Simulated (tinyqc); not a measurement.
ROHF in the 6-31g basis, for H4, spin multiplicity 3, step by step (part 2 of 3). Computed by tinyqc, a small Python program that keeps every step (integrals from PySCF). Command: `OMP_NUM_THREADS=1 python tinyqc.py 29731 29732 out.jsonl` (the two numbers bound the seeds that draw the settings). One thread of a shared host (Intel(R) Xeon(R) Processor @ 2.60GHz), about 0.05 s of CPU time with the checks.

Geometry (angstrom):
```
atom         x         y         z
H     0.000000  0.000000  0.000000
H     0.000000  0.000000  1.160000
H     0.000000  1.881000  0.000000
H     0.000000  1.881000  1.160000
```

## Iteration 1: building the Fock matrix

D(alpha) at the start:
```
           1H 1s      1H 2s      2H 1s      2H 2s      3H 1s      3H 2s      4H 1s      4H 2s
1H 1s   0.244153   0.202381  -0.096983  -0.008497   0.127498   0.072800  -0.213638  -0.138078
1H 2s   0.202381   0.204899  -0.008497   0.074542   0.072800   0.060961  -0.138078  -0.069396
2H 1s  -0.096983  -0.008497   0.244153   0.202381  -0.213638  -0.138078   0.127498   0.072800
2H 2s  -0.008497   0.074542   0.202381   0.204899  -0.138078  -0.069396   0.072800   0.060961
3H 1s   0.127498   0.072800  -0.213638  -0.138078   0.244153   0.202381  -0.096983  -0.008497
3H 2s   0.072800   0.060961  -0.138078  -0.069396   0.202381   0.204899  -0.008497   0.074542
4H 1s  -0.213638  -0.138078   0.127498   0.072800  -0.096983  -0.008497   0.244153   0.202381
4H 2s  -0.138078  -0.069396   0.072800   0.060961  -0.008497   0.074542   0.202381   0.204899
```

D(beta) at the start:
```
          1H 1s     1H 2s     2H 1s     2H 2s     3H 1s     3H 2s     4H 1s     4H 2s
1H 1s  0.015258  0.032152  0.015258  0.032152  0.015258  0.032152  0.015258  0.032152
1H 2s  0.032152  0.067752  0.032152  0.067752  0.032152  0.067752  0.032152  0.067752
2H 1s  0.015258  0.032152  0.015258  0.032152  0.015258  0.032152  0.015258  0.032152
2H 2s  0.032152  0.067752  0.032152  0.067752  0.032152  0.067752  0.032152  0.067752
3H 1s  0.015258  0.032152  0.015258  0.032152  0.015258  0.032152  0.015258  0.032152
3H 2s  0.032152  0.067752  0.032152  0.067752  0.032152  0.067752  0.032152  0.067752
4H 1s  0.015258  0.032152  0.015258  0.032152  0.015258  0.032152  0.015258  0.032152
4H 2s  0.032152  0.067752  0.032152  0.067752  0.032152  0.067752  0.032152  0.067752
```

core Hamiltonian H = T + V (hartree):
```
           1H 1s      1H 2s      2H 1s      2H 2s      3H 1s      3H 2s      4H 1s      4H 2s
1H 1s  -1.234386  -1.124236  -0.407580  -0.672083  -0.042970  -0.260977  -0.011592  -0.153607
1H 2s  -1.124236  -1.338785  -0.672083  -1.011684  -0.260977  -0.565748  -0.153607  -0.421798
2H 1s  -0.407580  -0.672083  -1.234386  -1.124236  -0.011592  -0.153607  -0.042970  -0.260977
2H 2s  -0.672083  -1.011684  -1.124236  -1.338785  -0.153607  -0.421798  -0.260977  -0.565748
3H 1s  -0.042970  -0.260977  -0.011592  -0.153607  -1.234386  -1.124236  -0.407580  -0.672083
3H 2s  -0.260977  -0.565748  -0.153607  -0.421798  -1.124236  -1.338785  -0.672083  -1.011684
4H 1s  -0.011592  -0.153607  -0.042970  -0.260977  -0.407580  -0.672083  -1.234386  -1.124236
4H 2s  -0.153607  -0.421798  -0.260977  -0.565748  -0.672083  -1.011684  -1.124236  -1.338785
```

nuclear repulsion = 1.95393972 hartree

Given earlier and not repeated: Two-electron integrals (ij|kl) in chemists' order.

J_ij = sum D_kl (ij|kl) with D = D(alpha) + D(beta), K_ij = sum D_kl (ik|jl) for each spin; F = H + J - K(s); E = tr D H + tr D J / 2 - 0.5 sum_s tr D(s) K(s) + E_nn.

Coulomb J (hartree):
```
          1H 1s     1H 2s     2H 1s     2H 2s     3H 1s     3H 2s     4H 1s     4H 2s
1H 1s  1.769141  1.088226  0.298094  0.597104  0.020623  0.212777  0.004580  0.117273
1H 2s  1.088226  1.422562  0.597104  1.012074  0.212777  0.547392  0.117273  0.389856
2H 1s  0.298094  0.597104  1.769141  1.088226  0.004580  0.117273  0.020623  0.212777
2H 2s  0.597104  1.012074  1.088226  1.422562  0.117273  0.389856  0.212777  0.547392
3H 1s  0.020623  0.212777  0.004580  0.117273  1.769141  1.088226  0.298094  0.597104
3H 2s  0.212777  0.547392  0.117273  0.389856  1.088226  1.422562  0.597104  1.012074
4H 1s  0.004580  0.117273  0.020623  0.212777  0.298094  0.597104  1.769141  1.088226
4H 2s  0.117273  0.389856  0.212777  0.547392  0.597104  1.012074  1.088226  1.422562
```

exchange K(alpha) (hartree):
```
           1H 1s     1H 2s      2H 1s     2H 2s      3H 1s     3H 2s      4H 1s     4H 2s
1H 1s   0.605579  0.467679   0.169443  0.290929   0.055579  0.119781  -0.048711  0.039784
1H 2s   0.467679  0.470905   0.290929  0.383286   0.119781  0.199949   0.039784  0.146634
2H 1s   0.169443  0.290929   0.605579  0.467679  -0.048711  0.039784   0.055579  0.119781
2H 2s   0.290929  0.383286   0.467679  0.470905   0.039784  0.146634   0.119781  0.199949
3H 1s   0.055579  0.119781  -0.048711  0.039784   0.605579  0.467679   0.169443  0.290929
3H 2s   0.119781  0.199949   0.039784  0.146634   0.467679  0.470905   0.290929  0.383286
4H 1s  -0.048711  0.039784   0.055579  0.119781   0.169443  0.290929   0.605579  0.467679
4H 2s   0.039784  0.146634   0.119781  0.199949   0.290929  0.383286   0.467679  0.470905
```

exchange K(beta) (hartree):
```
          1H 1s     1H 2s     2H 1s     2H 2s     3H 1s     3H 2s     4H 1s     4H 2s
1H 1s  0.168242  0.182580  0.103801  0.154263  0.062030  0.110545  0.054116  0.099943
1H 2s  0.182580  0.240852  0.154263  0.223603  0.110545  0.180391  0.099943  0.170359
2H 1s  0.103801  0.154263  0.168242  0.182580  0.054116  0.099943  0.062030  0.110545
2H 2s  0.154263  0.223603  0.182580  0.240852  0.099943  0.170359  0.110545  0.180391
3H 1s  0.062030  0.110545  0.054116  0.099943  0.168242  0.182580  0.103801  0.154263
3H 2s  0.110545  0.180391  0.099943  0.170359  0.182580  0.240852  0.154263  0.223603
4H 1s  0.054116  0.099943  0.062030  0.110545  0.103801  0.154263  0.168242  0.182580
4H 2s  0.099943  0.170359  0.110545  0.180391  0.154263  0.223603  0.182580  0.240852
```

F(alpha) (hartree):
```
           1H 1s      1H 2s      2H 1s      2H 2s      3H 1s      3H 2s      4H 1s      4H 2s
1H 1s  -0.070823  -0.503689  -0.278928  -0.365908  -0.077926  -0.167981   0.041698  -0.076118
1H 2s  -0.503689  -0.387128  -0.365908  -0.382897  -0.167981  -0.218305  -0.076118  -0.178576
2H 1s  -0.278928  -0.365908  -0.070823  -0.503689   0.041698  -0.076118  -0.077926  -0.167981
2H 2s  -0.365908  -0.382897  -0.503689  -0.387128  -0.076118  -0.178576  -0.167981  -0.218305
3H 1s  -0.077926  -0.167981   0.041698  -0.076118  -0.070823  -0.503689  -0.278928  -0.365908
3H 2s  -0.167981  -0.218305  -0.076118  -0.178576  -0.503689  -0.387128  -0.365908  -0.382897
4H 1s   0.041698  -0.076118  -0.077926  -0.167981  -0.278928  -0.365908  -0.070823  -0.503689
4H 2s  -0.076118  -0.178576  -0.167981  -0.218305  -0.365908  -0.382897  -0.503689  -0.387128
```

F(beta) (hartree):
```
           1H 1s      1H 2s      2H 1s      2H 2s      3H 1s      3H 2s      4H 1s      4H 2s
1H 1s   0.366514  -0.218591  -0.213286  -0.229242  -0.084377  -0.158745  -0.061129  -0.136277
1H 2s  -0.218591  -0.157075  -0.229242  -0.223214  -0.158745  -0.198747  -0.136277  -0.202300
2H 1s  -0.213286  -0.229242   0.366514  -0.218591  -0.061129  -0.136277  -0.084377  -0.158745
2H 2s  -0.229242  -0.223214  -0.218591  -0.157075  -0.136277  -0.202300  -0.158745  -0.198747
3H 1s  -0.084377  -0.158745  -0.061129  -0.136277   0.366514  -0.218591  -0.213286  -0.229242
3H 2s  -0.158745  -0.198747  -0.136277  -0.202300  -0.218591  -0.157075  -0.229242  -0.223214
4H 1s  -0.061129  -0.136277  -0.084377  -0.158745  -0.213286  -0.229242   0.366514  -0.218591
4H 2s  -0.136277  -0.202300  -0.158745  -0.198747  -0.229242  -0.223214  -0.218591  -0.157075
```

total energy of this density = -1.79157170 hartree

## Iteration 1: Roothaan effective Fock matrix

overlap S:
```
          1H 1s     1H 2s     2H 1s     2H 2s     3H 1s     3H 2s     4H 1s     4H 2s
1H 1s  1.000000  0.658292  0.164185  0.350133  0.011969  0.125481  0.002523  0.066939
1H 2s  0.658292  1.000000  0.350133  0.678760  0.125481  0.361002  0.066939  0.245033
2H 1s  0.164185  0.350133  1.000000  0.658292  0.002523  0.066939  0.011969  0.125481
2H 2s  0.350133  0.678760  0.658292  1.000000  0.066939  0.245033  0.125481  0.361002
3H 1s  0.011969  0.125481  0.002523  0.066939  1.000000  0.658292  0.164185  0.350133
3H 2s  0.125481  0.361002  0.066939  0.245033  0.658292  1.000000  0.350133  0.678760
4H 1s  0.002523  0.066939  0.011969  0.125481  0.164185  0.350133  1.000000  0.658292
4H 2s  0.066939  0.245033  0.125481  0.361002  0.350133  0.678760  0.658292  1.000000
```

With projectors Pc = D(beta) S, Po = (D(alpha) - D(beta)) S, Pv = 1 - D(alpha) S, the block xy is Px^T F Py; with Fc = (F(alpha) + F(beta))/2, the blocks are Fc for cc, oo, vv and cv, F(beta) for co and F(alpha) for ov.

effective F (hartree):
```
           1H 1s      1H 2s      2H 1s      2H 2s      3H 1s      3H 2s      4H 1s      4H 2s
1H 1s   0.129257  -0.358663  -0.253112  -0.301026  -0.074147  -0.159912   0.008873  -0.108674
1H 2s  -0.358663  -0.255286  -0.301026  -0.297374  -0.159912  -0.214207  -0.108674  -0.207253
2H 1s  -0.253112  -0.301026   0.129257  -0.358663   0.008873  -0.108674  -0.074147  -0.159912
2H 2s  -0.301026  -0.297374  -0.358663  -0.255286  -0.108674  -0.207253  -0.159912  -0.214207
3H 1s  -0.074147  -0.159912   0.008873  -0.108674   0.129257  -0.358663  -0.253112  -0.301026
3H 2s  -0.159912  -0.214207  -0.108674  -0.207253  -0.358663  -0.255286  -0.301026  -0.297374
4H 1s   0.008873  -0.108674  -0.074147  -0.159912  -0.253112  -0.301026   0.129257  -0.358663
4H 2s  -0.108674  -0.207253  -0.159912  -0.214207  -0.301026  -0.297374  -0.358663  -0.255286
```

## Iteration 1: diagonalisation and new density

X:
```
           1H 1s      1H 2s      2H 1s      2H 2s      3H 1s      3H 2s      4H 1s      4H 2s
1H 1s   1.262331  -0.525319   0.002530   0.019996   0.008482   0.048499   0.001079   0.007144
1H 2s  -0.525319   1.677143   0.019996  -0.592929   0.048499  -0.333038   0.007144   0.109040
2H 1s   0.002530   0.019996   1.262331  -0.525319   0.001079   0.007144   0.008482   0.048499
2H 2s   0.019996  -0.592929  -0.525319   1.677143   0.007144   0.109040   0.048499  -0.333038
3H 1s   0.008482   0.048499   0.001079   0.007144   1.262331  -0.525319   0.002530   0.019996
3H 2s   0.048499  -0.333038   0.007144   0.109040  -0.525319   1.677143   0.019996  -0.592929
4H 1s   0.001079   0.007144   0.008482   0.048499   0.002530   0.019996   1.262331  -0.525319
4H 2s   0.007144   0.109040   0.048499  -0.333038   0.019996  -0.592929  -0.525319   1.677143
```

Diagonalise F' = X^T F X, C = X C', fill 3 alpha and 1 beta electrons from the bottom; D(s) = C_occ C_occ^T. Each column has its largest component positive (the first on a tie).

F' = X^T F X (hartree):
```
           1          2          3          4          5          6          7          8
1   0.590487  -0.573819  -0.101976  -0.100166   0.003755  -0.037957   0.067538  -0.008219
2  -0.573819   0.306366  -0.100166  -0.161291  -0.037957  -0.129806  -0.008219  -0.056180
3  -0.101976  -0.100166   0.590487  -0.573819   0.067538  -0.008219   0.003755  -0.037957
4  -0.100166  -0.161291  -0.573819   0.306366  -0.008219  -0.056180  -0.037957  -0.129806
5   0.003755  -0.037957   0.067538  -0.008219   0.590487  -0.573819  -0.101976  -0.100166
6  -0.037957  -0.129806  -0.008219  -0.056180  -0.573819   0.306366  -0.100166  -0.161291
7   0.067538  -0.008219   0.003755  -0.037957  -0.101976  -0.100166   0.590487  -0.573819
8  -0.008219  -0.056180  -0.037957  -0.129806  -0.100166  -0.161291  -0.573819   0.306366
```

orbital energies (hartree): MO1 -0.520840, MO2 -0.255146, MO3 -0.005527, MO4 0.192023, MO5 1.003424, MO6 1.028238, MO7 1.039732, MO8 1.105505

coefficients C:
```
            MO1        MO2        MO3        MO4        MO5        MO6        MO7        MO8
1H 1s  0.166271   0.223347   0.196544   0.156665  -0.650178  -0.652929   0.654939  -0.673518
1H 2s  0.233226   0.286670   0.559239   0.884378   0.651419   0.765595  -0.425619   1.069046
2H 1s  0.166271   0.223347  -0.196544  -0.156665  -0.650178   0.652929   0.654939   0.673518
2H 2s  0.233226   0.286670  -0.559239  -0.884378   0.651419  -0.765595  -0.425619  -1.069046
3H 1s  0.166271  -0.223347   0.196544  -0.156665   0.650178  -0.652929   0.654939   0.673518
3H 2s  0.233226  -0.286670   0.559239  -0.884378  -0.651419   0.765595  -0.425619  -1.069046
4H 1s  0.166271  -0.223347  -0.196544   0.156665   0.650178   0.652929   0.654939  -0.673518
4H 2s  0.233226  -0.286670  -0.559239   0.884378  -0.651419  -0.765595  -0.425619   1.069046
```

D(alpha) after iteration 1:
```
           1H 1s      1H 2s      2H 1s      2H 2s      3H 1s      3H 2s      4H 1s      4H 2s
1H 1s   0.116159   0.212721   0.038901  -0.007109   0.016391   0.084667  -0.060867  -0.135163
1H 2s   0.212721   0.449323  -0.007109  -0.176175   0.084667   0.284963  -0.135163  -0.340534
2H 1s   0.038901  -0.007109   0.116159   0.212721  -0.060867  -0.135163   0.016391   0.084667
2H 2s  -0.007109  -0.176175   0.212721   0.449323  -0.135163  -0.340534   0.084667   0.284963
3H 1s   0.016391   0.084667  -0.060867  -0.135163   0.116159   0.212721   0.038901  -0.007109
3H 2s   0.084667   0.284963  -0.135163  -0.340534   0.212721   0.449323  -0.007109  -0.176175
4H 1s  -0.060867  -0.135163   0.016391   0.084667   0.038901  -0.007109   0.116159   0.212721
4H 2s  -0.135163  -0.340534   0.084667   0.284963  -0.007109  -0.176175   0.212721   0.449323
```

D(beta) after iteration 1:
```
          1H 1s     1H 2s     2H 1s     2H 2s     3H 1s     3H 2s     4H 1s     4H 2s
1H 1s  0.027646  0.038779  0.027646  0.038779  0.027646  0.038779  0.027646  0.038779
1H 2s  0.038779  0.054394  0.038779  0.054394  0.038779  0.054394  0.038779  0.054394
2H 1s  0.027646  0.038779  0.027646  0.038779  0.027646  0.038779  0.027646  0.038779
2H 2s  0.038779  0.054394  0.038779  0.054394  0.038779  0.054394  0.038779  0.054394
3H 1s  0.027646  0.038779  0.027646  0.038779  0.027646  0.038779  0.027646  0.038779
3H 2s  0.038779  0.054394  0.038779  0.054394  0.038779  0.054394  0.038779  0.054394
4H 1s  0.027646  0.038779  0.027646  0.038779  0.027646  0.038779  0.027646  0.038779
4H 2s  0.038779  0.054394  0.038779  0.054394  0.038779  0.054394  0.038779  0.054394
```

## Iteration 2: building the Fock matrix

As before.

Coulomb J (hartree):
```
          1H 1s     1H 2s     2H 1s     2H 2s     3H 1s     3H 2s     4H 1s     4H 2s
1H 1s  1.711872  1.060045  0.288968  0.580603  0.020242  0.207852  0.004472  0.114292
1H 2s  1.060045  1.398314  0.580603  0.991770  0.207852  0.538655  0.114292  0.382345
2H 1s  0.288968  0.580603  1.711872  1.060045  0.004472  0.114292  0.020242  0.207852
2H 2s  0.580603  0.991770  1.060045  1.398314  0.114292  0.382345  0.207852  0.538655
3H 1s  0.020242  0.207852  0.004472  0.114292  1.711872  1.060045  0.288968  0.580603
3H 2s  0.207852  0.538655  0.114292  0.382345  1.060045  1.398314  0.580603  0.991770
4H 1s  0.004472  0.114292  0.020242  0.207852  0.288968  0.580603  1.711872  1.060045
4H 2s  0.114292  0.382345  0.207852  0.538655  0.580603  0.991770  1.060045  1.398314
```

exchange K(alpha) (hartree):
```
           1H 1s     1H 2s      2H 1s     2H 2s      3H 1s     3H 2s      4H 1s     4H 2s
1H 1s   0.533464  0.452429   0.195797  0.288580   0.045398  0.120126  -0.029393  0.042218
1H 2s   0.452429  0.478267   0.288580  0.374859   0.120126  0.206962   0.042218  0.139124
2H 1s   0.195797  0.288580   0.533464  0.452429  -0.029393  0.042218   0.045398  0.120126
2H 2s   0.288580  0.374859   0.452429  0.478267   0.042218  0.139124   0.120126  0.206962
3H 1s   0.045398  0.120126  -0.029393  0.042218   0.533464  0.452429   0.195797  0.288580
3H 2s   0.120126  0.206962   0.042218  0.139124   0.452429  0.478267   0.288580  0.374859
4H 1s  -0.029393  0.042218   0.045398  0.120126   0.195797  0.288580   0.533464  0.452429
4H 2s   0.042218  0.139124   0.120126  0.206962   0.288580  0.374859   0.452429  0.478267
```

exchange K(beta) (hartree):
```
          1H 1s     1H 2s     2H 1s     2H 2s     3H 1s     3H 2s     4H 1s     4H 2s
1H 1s  0.186602  0.191348  0.113156  0.161082  0.066614  0.113627  0.058204  0.102729
1H 2s  0.191348  0.238691  0.161082  0.221642  0.113627  0.176669  0.102729  0.166984
2H 1s  0.113156  0.161082  0.186602  0.191348  0.058204  0.102729  0.066614  0.113627
2H 2s  0.161082  0.221642  0.191348  0.238691  0.102729  0.166984  0.113627  0.176669
3H 1s  0.066614  0.113627  0.058204  0.102729  0.186602  0.191348  0.113156  0.161082
3H 2s  0.113627  0.176669  0.102729  0.166984  0.191348  0.238691  0.161082  0.221642
4H 1s  0.058204  0.102729  0.066614  0.113627  0.113156  0.161082  0.186602  0.191348
4H 2s  0.102729  0.166984  0.113627  0.176669  0.161082  0.221642  0.191348  0.238691
```

F(alpha) (hartree):
```
           1H 1s      1H 2s      2H 1s      2H 2s      3H 1s      3H 2s      4H 1s      4H 2s
1H 1s  -0.055979  -0.516620  -0.314409  -0.380060  -0.068126  -0.173252   0.022272  -0.081534
1H 2s  -0.516620  -0.418738  -0.380060  -0.394773  -0.173252  -0.234055  -0.081534  -0.178576
2H 1s  -0.314409  -0.380060  -0.055979  -0.516620   0.022272  -0.081534  -0.068126  -0.173252
2H 2s  -0.380060  -0.394773  -0.516620  -0.418738  -0.081534  -0.178576  -0.173252  -0.234055
3H 1s  -0.068126  -0.173252   0.022272  -0.081534  -0.055979  -0.516620  -0.314409  -0.380060
3H 2s  -0.173252  -0.234055  -0.081534  -0.178576  -0.516620  -0.418738  -0.380060  -0.394773
4H 1s   0.022272  -0.081534  -0.068126  -0.173252  -0.314409  -0.380060  -0.055979  -0.516620
4H 2s  -0.081534  -0.178576  -0.173252  -0.234055  -0.380060  -0.394773  -0.516620  -0.418738
```

F(beta) (hartree):
```
           1H 1s      1H 2s      2H 1s      2H 2s      3H 1s      3H 2s      4H 1s      4H 2s
1H 1s   0.290884  -0.255539  -0.231768  -0.252561  -0.089342  -0.166753  -0.065325  -0.142045
1H 2s  -0.255539  -0.179162  -0.252561  -0.241555  -0.166753  -0.203762  -0.142045  -0.206437
2H 1s  -0.231768  -0.252561   0.290884  -0.255539  -0.065325  -0.142045  -0.089342  -0.166753
2H 2s  -0.252561  -0.241555  -0.255539  -0.179162  -0.142045  -0.206437  -0.166753  -0.203762
3H 1s  -0.089342  -0.166753  -0.065325  -0.142045   0.290884  -0.255539  -0.231768  -0.252561
3H 2s  -0.166753  -0.203762  -0.142045  -0.206437  -0.255539  -0.179162  -0.252561  -0.241555
4H 1s  -0.065325  -0.142045  -0.089342  -0.166753  -0.231768  -0.252561   0.290884  -0.255539
4H 2s  -0.142045  -0.206437  -0.166753  -0.203762  -0.252561  -0.241555  -0.255539  -0.179162
```

total energy of this density = -1.94617026 hartree

## Iteration 2: Roothaan effective Fock matrix

As before.

effective F (hartree):
```
           1H 1s      1H 2s      2H 1s      2H 2s      3H 1s      3H 2s      4H 1s      4H 2s
1H 1s   0.098038  -0.389547  -0.273489  -0.315012  -0.078334  -0.171301  -0.002111  -0.108321
1H 2s  -0.389547  -0.288396  -0.315012  -0.313309  -0.171301  -0.223763  -0.108321  -0.203060
2H 1s  -0.273489  -0.315012   0.098038  -0.389547  -0.002111  -0.108321  -0.078334  -0.171301
2H 2s  -0.315012  -0.313309  -0.389547  -0.288396  -0.108321  -0.203060  -0.171301  -0.223763
3H 1s  -0.078334  -0.171301  -0.002111  -0.108321   0.098038  -0.389547  -0.273489  -0.315012
3H 2s  -0.171301  -0.223763  -0.108321  -0.203060  -0.389547  -0.288396  -0.315012  -0.313309
4H 1s  -0.002111  -0.108321  -0.078334  -0.171301  -0.273489  -0.315012   0.098038  -0.389547
4H 2s  -0.108321  -0.203060  -0.171301  -0.223763  -0.315012  -0.313309  -0.389547  -0.288396
```
